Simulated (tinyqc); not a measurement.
Worked calculation: plane-wave Kohn-Sham cycle with exchange-only LDA in a layered model solid. One step of it, computed by the program tinyqc.

Task: Iteration 1: levels at that k. Diagonalise the Hermitian matrix.

H (hartree):
```
           -3         -2         -1         +0         +1         +2         +3
-3   0.489685  -0.245000  -0.100000   0.000000   0.000000   0.000000   0.000000
-2  -0.245000   0.072973  -0.245000  -0.100000   0.000000   0.000000   0.000000
-1  -0.100000  -0.245000  -0.158534  -0.245000  -0.100000   0.000000   0.000000
+0   0.000000  -0.100000  -0.245000  -0.204836  -0.245000  -0.100000   0.000000
+1   0.000000   0.000000  -0.100000  -0.245000  -0.065932  -0.245000  -0.100000
+2   0.000000   0.000000   0.000000  -0.100000  -0.245000   0.258178  -0.245000
+3   0.000000   0.000000   0.000000   0.000000  -0.100000  -0.245000   0.767493
```

Give: eigenvalues.

Result:

eigenvalues (hartree): -0.6709  -0.2478  0.0654  0.1923  0.3468  0.6054  0.8677
